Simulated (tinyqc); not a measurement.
From results back to parameters: carbon nanotube by zone folding. Four cases, with inputs chosen for the exercise.

Problem. d = sqrt3 acc sqrt(n^2 + nm + m^2)/pi and tan(theta) = sqrt3 m/(2n + m). Diameter and chiral angle below belong to a hidden tube.

Find: n, m; type in zone folding.

Method. With L = pi d/a, a = sqrt3 acc, the components of C are n + m/2 = L cos(theta) and sqrt3 m/2 = L sin(theta). The tube is metallic where n - m is a multiple of three.

Case 1.

Values chosen (out of a larger set: near those used for carbon; not measured data): acc = 1.44 angstrom (bond length).

d = 11.001 angstrom
theta = 30.00 degrees

Solution.

n, m: 8  8

type in zone folding: metallic

Case 2.

Values chosen (out of a larger set: near those used for carbon; not measured data): acc = 1.42 angstrom (bond length).

d = 20.340 angstrom
theta = 30.00 degrees

Solution.

n, m: 15  15

type in zone folding: metallic

Case 3.

Values chosen (out of a larger set: near those used for carbon; not measured data): acc = 1.44 angstrom (bond length).

d = 26.127 angstrom
theta = 30.00 degrees

Solution.

n, m: 19  19

type in zone folding: metallic

Case 4.

Values chosen (out of a larger set: near those used for carbon; not measured data): acc = 1.44 angstrom (bond length).

d = 11.115 angstrom
theta = 0.00 degrees

Solution.

n, m: 14  0

type in zone folding: semiconducting

Computed by tinyqc, one run a case: `OMP_NUM_THREADS=1 python tinyqc.py N N+1 out.jsonl` with N = 1480004, 1480148, 1480524, 1480540; one thread of a shared Intel(R) Xeon(R) Processor @ 2.30GHz, about 0.06 s a run at most.
